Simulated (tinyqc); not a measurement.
Gas flow in a process chamber: flow regimes, conductance, effective pumping speed, pump-down, outgassing and purge: one step, computed by the program tinyqc. Command: `OMP_NUM_THREADS=1 python tinyqc.py 3121262 3121263 out.jsonl pump walk`. One thread of a shared host (Intel(R) Xeon(R) Processor @ 2.30GHz), about 0.07 s of CPU time with the checks.

Ideal gas, isothermal flow, a pump of constant speed at the end of a round pipe; process gas, volume gas and outgassing are given the same properties. 1 sccm = 101325 Pa x 1e-6 m^3/60 s x T/273.15 K.

Problem. Molecular flow. Mean speed c = sqrt(8 k_B T/(pi m)); aperture conductance C_a = c pi d^2/16; molecular pipe C_m = C_a/(1 + 3 l/(4 d)) (Dushman form); viscous pipe C_v = pi d^4 p_mean/(128 eta l); Knudsen interpolation C = C_v + C_m (1 + x)/(1 + 1.24 x), x = d p_mean sqrt(m/(k_B T))/eta. Effective speed 1/S_eff = 1/S + 1/C_m; time constant V/S_eff; pressure at which the free path k_B T/(sqrt2 pi d_m^2 p) equals d.

Inputs (values chosen for the exercise, modelled on water vapour near room temperature):
```
quantity            value   unit
molar mass M        18.02  g/mol
molecular diameter   0.46     nm
temperature T         300      K
chamber volume V       20      L
pipe diameter d        10     cm
pipe length l          13     cm
pump speed S          160    L/s
```

Constants: k_B = 1.380649e-23 J/K; u = 1.6605390666e-27 kg.

Give: mean speed c; C_a; C_m; S_eff in molecular flow; time constant; pressure where the free path equals d.

Solution.

mean speed c = 593.7 m/s

C_a = 1166 L/s

C_m = 590.2 L/s

S_eff in molecular flow = 125.9 L/s

time constant = 0.1589 s

pressure where the free path equals d = 0.04406 Pa

The pipe passes on 79 % of the pump speed.
